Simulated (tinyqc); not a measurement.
Trap density from one capacitance.

Inverse problem. Traps spread evenly through the insulator exchange electrons with the semiconductor by tunnelling, with tau(x) = t0 exp(2 ka x) at depth x from the interface. The admittance per area Y seen at depth x obeys dY/dx = -Y^2/(i w eps0 eox) + q Nb ln(1 + i w tau)/tau, with Y(0) = i w Cs and w = 2 pi f; the gate sees Y(tox) = G + i w C. Working variable y = Y/(i w), in uF/cm^2. Cox = eps0 eox/tox. Find Nb and G/w.

Parameters, values chosen for the exercise:
```
symbol  value     unit                                               meaning
eox        23                         relative permittivity of the insulator
tox       5.9       nm                                   insulator thickness
Cs        1.5  uF/cm^2             semiconductor capacitance in accumulation
ka        4.5     1/nm  decay constant of the wave function in the insulator
t0      1e-11        s              time constant of a trap at the interface
f         100       Hz                                             frequency
```

Constants: q = 1.602176634e-19 C, eps0 = 8.8541878128e-14 F/cm where lengths are in cm. Results are converted to the units shown.

C = 1.5642489 uF/cm^2

Solution. C rises steadily with Nb, so one density matches; in practice ka and t0 must come from the frequency dependence.

Nb = 3.000e19 cm^-3 eV^-1
G/w = 0.04313 uF/cm^2

Program tinyqc, `OMP_NUM_THREADS=1 python tinyqc.py 2202171 2202172 out.jsonl`; Intel Xeon 2.30GHz, shared host, one thread, about 0.5 s.
